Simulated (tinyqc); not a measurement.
Energy and lattice constant: complex band structure along [001] in sp3s* tight binding.

For k = (0, 0, kz) the phase sums are g0 = cos(phi) and g3 = i sin(phi), phi = kz a/4, and the s, pz, s* orbitals of anion (a) and cation (c) decouple from px, py. With z = exp(i phi), H(z) = H0 + z T + T^T/z for any complex z. H0 is diagonal (Esa, Epa, Exa, Esc, Epc, Exc). The anion-cation block is B(z) = z U + W/z and the cation-anion block z W^T + U^T/z, where U has Vss/2 (s,s), Vsapc/2 (s,z), -Vscpa/2 (z,s), Vxx/2 (z,z), Vxapc/2 (s*,z), -Vpaxc/2 (z,s*), and W has the same values with the s-z and s*-z signs reversed. |z| = 1 is a band state, |z| < 1 decays along [001] as exp(-kappa d) over a distance d, kappa = -(4/a) ln|z|. No spin-orbit coupling.

Parameters, chosen for this exercise (out of a larger set: near a published set for InP, fitted to gaps, whose masses and valley positions are rough (light masses up to twice too heavy); not measured data): p = (-8.545, 0.873, -1.477, 4.041, 8.292, 7.054, -5.349, 1.885, 4.228, 2.222, 5.583, 3.474, 4.494) eV (order Esa, Epa, Esc, Epc, Exa, Exc, Vss, Vxx, Vxy, Vsapc, Vscpa, Vxapc, Vpaxc); a = 5.871 angstrom (lattice constant); dE = 0.88 eV (E - Ev).

The slowest root of the s-pz block and the heavy-hole branch, sinh^2(kappa a/4) = ((E - Epa)(E - Epc) - Vxx^2)/(Vxx^2 - Vxy^2), at E = Ev + dE with Ev the lower root of [[Epa, Vxx], [Vxx, Epc]]; the couplings are kept when a changes.

One parameter was then changed.

Results before and after:
```
case     slowest kappa (1/angstrom)  heavy-hole kappa (1/angstrom)
base                         0.0965                         0.3269
changed                      0.0972                         0.3228
```

Which of these changes was made? (a) dE = 0.85 eV; (b) a = 6.047 angstrom.
Answer: (a) dE = 0.85 eV. Of the candidates, run in turn, only this one gives the changed row.

All candidates:
```
case                slowest kappa (1/angstrom)  heavy-hole kappa (1/angstrom)
base                                    0.0965                         0.3269
dE = 0.85 eV                            0.0972                         0.3228
a = 6.047 angstrom                      0.0937                         0.3174
```

With the couplings fixed, kappa a stays, so kappa scales as 1/a.

Run: tinyqc, `OMP_NUM_THREADS=1 python tinyqc.py 1450305 1450306 out.jsonl`; Intel(R) Xeon(R) Processor @ 2.30GHz, one thread, shared host; about 0.01 s of CPU time with all checks.
